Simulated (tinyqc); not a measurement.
# Effect of surface-potential fluctuations

The band bending varies over the area as a Gaussian of deviation ss (in units of Vt), so Gp/w = q Dit times the Gaussian mean of ln(1 + y^2)/(2 y), y = x exp(-u), u of deviation ss, x = w tau at the mean bending. Listed: the x of the peak, its height over q Dit, the Dit that the rule Gp/w = 0.40237 q Dit would give, and Gp/w at five times the peak frequency over the peak.

Values chosen for this exercise: interface trap density Dit = 1.3e12 cm^-2 eV^-1.

Constants: q = 1.602176634e-19 C. Results are converted to the units shown.

Effect of surface-potential fluctuations:

| ss | x at the peak | height/(q Dit) | peak Gp/w (nF/cm^2) | apparent Dit (cm^-2 eV^-1) | ratio at 5 f_peak |
|---|---|---|---|---|---|
| 0 | 1.980 | 0.4024 | 83.81 | 1.300e12 | 0.5767 |
| 0.5 | 2.075 | 0.3766 | 78.43 | 1.217e12 | 0.6096 |
| 1 | 2.222 | 0.3259 | 67.88 | 1.053e12 | 0.6883 |
| 1.5 | 2.340 | 0.2772 | 57.73 | 8.955e11 | 0.7665 |
| 2 | 2.426 | 0.2370 | 49.36 | 7.657e11 | 0.8258 |
| 2.5 | 2.489 | 0.2050 | 42.71 | 6.625e11 | 0.8679 |
| 3 | 2.535 | 0.1797 | 37.42 | 5.805e11 | 0.8976 |
| 3.5 | 2.569 | 0.1593 | 33.18 | 5.148e11 | 0.9189 |

What does the table show?

The height falls from 0.402 to 0.159 and the ratio at five times the peak frequency rises from 0.577 to 0.919: the peak grows lower and wider, as patches with different time constants add. The uncorrected rule understates Dit by a factor of 2.53 in the last row; the width ratio gives ss and so the correction.

tinyqc, about 0.01 s, one thread, Intel Xeon 2.30GHz (shared host): `OMP_NUM_THREADS=1 python tinyqc.py 2030082 2030083 out.jsonl`
